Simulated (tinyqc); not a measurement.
Worked calculation: CIS on RHF in the sto-3g basis, frozen core, for BeH2, spin multiplicity 1. One step of it, computed by the program tinyqc.

Task: Iteration 6 (converged): orbitals. Diagonalise F' = X^T F X, C = X C', fill 3 alpha and 3 beta electrons from the bottom; D = 2 C_occ C_occ^T. Each column has its largest component positive (the first on a tie).

converged F (hartree):
```
            1Be 1s     1Be 2s   1Be 2px    1Be 2py    1Be 2pz      2H 1s      3H 1s
1Be 1s   -4.517338  -1.287998  0.000000   0.000000   0.000084  -0.342693  -0.342693
1Be 2s   -1.287998  -0.629065  0.000000   0.000000  -0.000849  -0.410507  -0.410507
1Be 2px   0.000000   0.000000  0.212383   0.000000   0.000000   0.000000   0.000000
1Be 2py   0.000000   0.000000  0.000000  -0.229444   0.000000  -0.332273   0.332273
1Be 2pz   0.000084  -0.000849  0.000000   0.000000   0.212379  -0.000983  -0.000983
2H 1s    -0.342693  -0.410507  0.000000  -0.332273  -0.000983  -0.306116  -0.045687
3H 1s    -0.342693  -0.410507  0.000000   0.332273  -0.000983  -0.045687  -0.306116
```

X:
```
            1Be 1s     1Be 2s   1Be 2px    1Be 2py    1Be 2pz      2H 1s      3H 1s
1Be 1s    1.028416  -0.153173  0.000000   0.000000  -0.000073   0.018334   0.018334
1Be 2s   -0.153173   1.252118  0.000000   0.000000   0.000937  -0.308802  -0.308802
1Be 2px   0.000000   0.000000  1.000000   0.000000   0.000000   0.000000   0.000000
1Be 2py   0.000000   0.000000  0.000000   1.375114   0.000000  -0.443129   0.443129
1Be 2pz  -0.000073   0.000937  0.000000   0.000000   1.000004  -0.001288  -0.001288
2H 1s     0.018334  -0.308802  0.000000  -0.443129  -0.001288   1.299827  -0.103262
3H 1s     0.018334  -0.308802  0.000000   0.443129  -0.001288  -0.103262   1.299827
```

Give: F' = X^T F X; orbital energies; coefficients C; D after iteration 6.

Result:

F' = X^T F X (hartree):
```
        1       2      3       4       5       6       7
1  -4.408  -0.691  0.000   0.000   0.000  -0.052  -0.052
2  -0.691  -0.095  0.000   0.000   0.000  -0.331  -0.331
3   0.000   0.000  0.212   0.000   0.000   0.000   0.000
4   0.000   0.000  0.000   0.274   0.000  -0.470   0.470
5   0.000   0.000  0.000   0.000   0.212  -0.001  -0.001
6  -0.052  -0.331  0.000  -0.470  -0.001   0.101  -0.122
7  -0.052  -0.331  0.000   0.470  -0.001  -0.122   0.101
```

orbital energies (hartree): MO1 -4.521, MO2 -0.453, MO3 -0.416, MO4 0.212, MO5 0.212, MO6 0.450, MO7 0.914

coefficients C:
```
            MO1     MO2     MO3     MO4    MO5     MO6     MO7
1Be 1s    0.992  -0.223   0.000   0.002  0.000  -0.221   0.000
1Be 2s    0.032   0.562   0.000  -0.008  0.000   1.210   0.000
1Be 2px   0.000   0.000   0.000   0.000  1.000   0.000   0.000
1Be 2py   0.000   0.000   0.502   0.000  0.000   0.000   1.425
1Be 2pz   0.000   0.001   0.000   1.000  0.000   0.008   0.000
2H 1s    -0.003   0.394   0.407   0.003  0.000  -0.810  -1.007
3H 1s    -0.003   0.394  -0.407   0.003  0.000  -0.810   1.007
```

D after iteration 6:
```
         1Be 1s  1Be 2s  1Be 2px  1Be 2py  1Be 2pz   2H 1s   3H 1s
1Be 1s    2.066  -0.187    0.000    0.000    0.000  -0.181  -0.181
1Be 2s   -0.187   0.635    0.000    0.000    0.001   0.443   0.443
1Be 2px   0.000   0.000    0.000    0.000    0.000   0.000   0.000
1Be 2py   0.000   0.000    0.000    0.505    0.000   0.409  -0.409
1Be 2pz   0.000   0.001    0.000    0.000    0.000   0.001   0.001
2H 1s    -0.181   0.443    0.000    0.409    0.001   0.642  -0.021
3H 1s    -0.181   0.443    0.000   -0.409    0.001  -0.021   0.642
```
